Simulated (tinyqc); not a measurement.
Free-carrier optics of a doped semiconductor (Drude model): sweeps and comparisons. A value that a table varies takes the place of the one given here.

eps(E) = ei [1 - Ep^2/(E^2 + i E Gam)], with Ep^2 = 8 pi c (e^2/(4 pi eps0)) N/(m ei), c = hbar^2/2m0, N in 1/angstrom^3 (1e-24 per 1/cm^3); Gam = hbar/tau, tau = mu m m0/e with m0/e = 5.685630e-12 kg/C and mu in m^2/(V s). Energies in meV.

n + i k = sqrt(eps1 + i eps2) with k >= 0; R = ((n - 1)^2 + k^2)/((n + 1)^2 + k^2) at normal incidence from vacuum; alpha = 2 E k/(hbar c), times 1e8 for 1/cm; loss function Im(-1/eps) = eps2/(eps1^2 + eps2^2).

Constants: hbar^2/2m0 = 3.80998211 eV angstrom^2; e^2/(4 pi eps0) = 14.39964547 eV angstrom; hbar = 6.58211957e-16 eV s; hbar c = 1973.269805 eV angstrom.

Values chosen for the exercise (mass and dielectric values near those of Ge; N and mu are free inputs; interband absorption and the rise of the mass with filling are left out; not measured data): N = 3.9e+18 1/cm^3 (carrier density); m = 0.126 m0 (conductivity mass); mu = 2000 cm^2/(V s) (mobility); ei = 16.28 (high-frequency dielectric constant); E = 106.3 meV (photon energy).

## Reflectance across the plasma edge

Spectrum:
```
E (meV)     eps1    eps2      R  alpha (1/cm)
5.1      -889.57  815.96  0.959      1.67e+04
15.4     -148.97   49.30  0.951      1.93e+04
25.6      -46.81   11.32  0.935      1.79e+04
35.8      -16.48    4.20  0.892      1.48e+04
43.5       -6.03    2.36  0.776      1.10e+04
51.2        0.13    1.45  0.159      4.22e+03
56.3        2.90    1.09  0.084      1.80e+03
64.0        5.91    0.74  0.176           990
76.8        9.07    0.43  0.252           557
102.4      12.22    0.18  0.308           271
153.6      14.47    0.05  0.341           111
256.0      15.63    0.01  0.355          38.3
```

Ep = 51.2 meV and Gam = 4.6 meV. R is 0.959 at the lowest energy and lowest, 0.084, at 56.3 meV of those listed; without damping it would vanish at Ep sqrt(ei/(ei - 1)) = 52.8 meV. At the highest energy R is 0.355, against 0.363 for ei alone. Between the last two rows alpha goes as E^-2.07, where the Drude limit far above Ep and Gam is E^-2.

## What moves the optical constants

At the energy E. Each row changes one parameter from the base and keeps the others.

Results:
```
case                  Ep (meV)  Gam (meV)       R  alpha (1/cm)
base                     51.20       4.59  0.3127           248
N = 5.85e+18 1/cm^3      62.71       4.59  0.2815           404
m = 0.1512 m0            46.74       3.83  0.3221           168
mu = 1200 cm^2/(V s)     51.20       7.66  0.3129           412
ei = 17.09               49.97       4.59  0.3248           240
E = 127.6 meV            51.20       4.59  0.3296           165
```

The largest shifts from the base row, up to three for each result and ties (the steps differ in size, so this ranks the rows, not the parameters). Ep (meV): N +11.51, m -4.46, ei -1.23; unchanged at the printed digits by mu and E. Gam (meV): mu +3.06, m -0.77; unchanged at the printed digits by N, ei and E. R: N -0.0312, E +0.0169, ei +0.0121. alpha (1/cm): mu +164, N +156, E -83.3.

Computed by tinyqc, a small Python program: `OMP_NUM_THREADS=1 python tinyqc.py 1651906 1651907 out.jsonl` (the numbers bound the seed that draws the inputs); one thread of a shared host (Intel(R) Xeon(R) Processor @ 2.30GHz), about 0.01 s for the whole set of steps.
